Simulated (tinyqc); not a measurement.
k.p values derived from sp3s* tight binding at Gamma, step by step. Values are carried at full precision from step to step, so a last printed digit may differ when a step is redone from the rounded ones.

At Gamma the states are two-level mixtures: s-like S+ (upper) and S- (lower) from [[Esa, Vss], [Vss, Esc]], p-like P- (valence) and P+ from [[Epa, Vxx], [Vxx, Epc]], and the bare s* levels. With real k in 1/angstrom and kz = 0, the phase sums over the four bonds are g0 = 1 - (a k/4)^2/2, g1 = i a kx/4, g3 = -(a/4)^2 kx ky to second order. Each mixture is written (anion, cation) with the anion part positive. c = hbar^2/2m0. No spin-orbit coupling.

Constants: hbar^2/2m0 = 3.80998211 eV angstrom^2.

Parameters, chosen for this exercise (near a published set for AlAs, fitted to gaps, whose masses and valley positions are rough; the results hold for these values, not for the real material): Esa = -7.556 eV (s level of the anion); Esc = -1.161 eV (s level of the cation); Epa = 0.976 eV (p level of the anion); Epc = 3.595 eV (p level of the cation); Vss = -6.746 eV (s-s); Vxx = 1.899 eV (px-px); a = 5.662 angstrom (lattice constant); Vsapc = 5.099 eV (s anion, p cation); Vscpa = 5.45 eV (s cation, p anion); Vxapc = 4.561 eV (s* anion, p cation); Vpaxc = 5.065 eV (p anion, s* cation); Exa = 7.445 eV (s* level of the anion); Exc = 6.726 eV (s* level of the cation); Vxy = 4.343 eV (px-py).

## States at Gamma

Solve the two blocks.

States:

| state | E (eV) | anion part | cation part |
|---|---|---|---|
| S- | -11.8239 | 0.84508 | 0.53465 |
| P- | -0.0212 | 0.88535 | -0.46493 |
| S+ | 3.1069 | 0.53465 | -0.84508 |
| P+ | 4.5922 | 0.46493 | 0.88535 |

## Linear terms and the Kane energy

<s state|dH/dkx|x state> = i P with P = (a/4)(sa pc Vsapc + sc pa Vscpa), sa, sc and pa, pc being the parts of the two states; for s* on the anion P = (a/4) pc Vxapc, on the cation (a/4) pa Vpaxc. Ep = P^2/c for S+ to P-.

Couplings:

| pair | P (eV angstrom) | E(first) - E(second) (eV) |
|---|---|---|
| S+ to P- | -7.5660 | 3.1281 |
| S+ to P+ | 0.3855 | -1.4853 |
| S- to P- | 0.8158 | -11.8027 |
| s*a to P- | -3.0016 | 7.4662 |
| s*c to P- | 6.3475 | 6.7472 |

Ep = 15.025 eV

The two terms of S+ to P- have the same sign and add: S+ and P- both change sign from anion to cation. An on-site momentum element between s and p, which real atoms have, is absent from this model.

## Electron mass

m0/m = [<S+|d2H/dkx^2|S+>/2 + sum P^2/(E(S+) - E(P))]/c over P- and P+, with the direct term -(a/4)^2 sa sc Vss.

parts of m0/m: direct -1.603, from P- 4.803, from P+ -0.026

mass = 0.3151 m0

The valence band supplies 151 % of m0/m; the direct term, which stands in for the free-electron 1, is -1.60. S+ is not the lowest valley of AlAs; this is the mass of the Gamma level.

## Valence parameters L, M, N and the Luttinger values

Direct terms d0 = -(a/4)^2 pa pc Vxx, dN = -2 (a/4)^2 pa pc Vxy for P-. F = sum P^2/(E(P-) - E(s)) over S+, S-, s*a, s*c. The y state of P- couples to the z state of P+ through Q = (a/4) Vxy (pa p'c - pc p'a), primes for P+, and H1 = Q^2/(E(P-) - E(P+)). L = d0 + F, M = d0 + H1, N = dN + F + H1; g1 = -(L + 2M)/(3c), g2 = -(L - M)/(6c), g3 = -N/(6c).

d0, dN, F, Q, H1 (eV angstrom^2; Q in eV angstrom): 1.5662  7.1637  -25.4214  6.1475  -8.1917

L, M, N (eV angstrom^2): -23.855  -6.625  -26.449

g1, g2, g3: 3.246  0.754  1.157

Along [100] the masses without spin-orbit coupling are c/|L| = 0.160 (one band) and c/|M| = 0.575 (two bands).

## Checks

- Electron mass against a finite difference of the full bands: both 0.3151.
- L and M against finite differences along [100]: largest relative difference 6.1e-06.
- Lowest curvature along [111], (L + 2M + 2N)/3, against a finite difference: -30.002 against -30.001.

(tinyqc, `OMP_NUM_THREADS=1 python tinyqc.py 1481609 1481610 out.jsonl`, Intel(R) Xeon(R) Processor @ 2.30GHz, 1 thread, shared host, about 0.01 s.)
